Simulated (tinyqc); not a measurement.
UHF in the sto-3g basis, for BeH, spin multiplicity 2, step by step. One step of it, computed by the program tinyqc.

Problem. Iteration 2: DIIS coefficients. Solve [B -1; -1 0][c; lambda] = [0; -1] for the coefficients, which sum to one.

B (overlaps of the stored error matrices):
```
               1              2
1  2.3387635e+01  1.1252679e+00
2  1.1252679e+00  1.8248827e-01
```

Give: DIIS coefficients.

Solution.

DIIS coefficients: -0.044  1.044
